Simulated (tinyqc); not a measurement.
What moves the results: Penn model of the dielectric constant and Phillips ionicity. A value that a table varies takes the place of the one given here.

n = 32/a^3; Ep^2 = 8 pi c e2 n with c = hbar^2/2m0, e2 = e^2/(4 pi eps0); EF = c (3 pi^2 n)^(2/3); eps = 1 + (Ep/Eg)^2 S with S = 1 - Eg/(4 EF) + (Eg/(4 EF))^2/3, Eg the Penn gap. Core d shells are left out.

Phillips: bond length d = sqrt(3) a/4; homopolar gap Eh = 39.74 d^(-2.48) eV (d in angstrom); Eg^2 = Eh^2 + C^2; ionicity fi = C^2/Eg^2.

Constants: hbar^2/2m0 = 3.80998211 eV angstrom^2; e^2/(4 pi eps0) = 14.39964547 eV angstrom.

Values chosen for the exercise (out of a larger set: near those of InP; not measured data):
```
symbol  value  unit      meaning
a       5.855  angstrom  cubic lattice constant, 32 valence electrons a cell
C0      3.52   eV        ionic gap, held fixed
ei      9.47             high-frequency dielectric constant
```

## Dielectric constant under pressure

The lattice constant is scaled by the factor listed; C = C0.

Results:
```
factor,Eh (eV),Eg (eV),Ep (eV),eps,fi
0.94,4.612,5.802,16.269,7.960,0.368
0.96,4.377,5.617,15.763,7.963,0.393
0.98,4.159,5.449,15.283,7.946,0.417
0.99,4.056,5.370,15.052,7.931,0.430
1.00,3.956,5.295,14.827,7.912,0.442
1.01,3.859,5.224,14.607,7.888,0.454
1.02,3.766,5.155,14.393,7.861,0.466
1.04,3.589,5.027,13.980,7.794,0.490
```

d ln eps/d ln a = -0.27 around factor 1: eps rises under compression. Ep^2 goes as a^-3 and Eh^2 as a^-4.96; with C fixed Eg^2 goes as a^-2.77 at fi = 0.442, and leaving S aside the two powers balance at fi = 0.395. The slope is a difference of two powers and the model omits d shells and any change of C, so it is no prediction for a real crystal; eps from C0 (row 1.00) need not match a measured ei.

## What moves the Penn gap and the ionicity

Eg from ei; fi = 1 - (Eh/Eg)^2, printed even where negative. Each row changes one parameter from the base and keeps the others.

Results:
```
case,Ep (eV),Eg (eV),Eh (eV),fi
base,14.827,4.812,3.956,0.324
a = 5.972 angstrom,14.393,4.668,3.766,0.349
ei = 8.52,14.827,5.089,3.956,0.396
```

The largest shifts from the base row, up to three for each result and ties (the steps differ in size, so this ranks the rows, not the parameters). Ep (eV): a -0.434; unchanged at the printed digits by ei. Eg (eV): ei +0.278, a -0.143. Eh (eV): a -0.189; unchanged at the printed digits by ei. fi: ei +0.072, a +0.025. With the tabulated Phillips C of about 3.3 eV, fi would be 0.41; this model leaves out the d-shell factor.

tinyqc: `OMP_NUM_THREADS=1 python tinyqc.py 1680418 1680419 out.jsonl`; about 0.01 s, one thread, shared Intel(R) Xeon(R) Processor @ 2.30GHz.
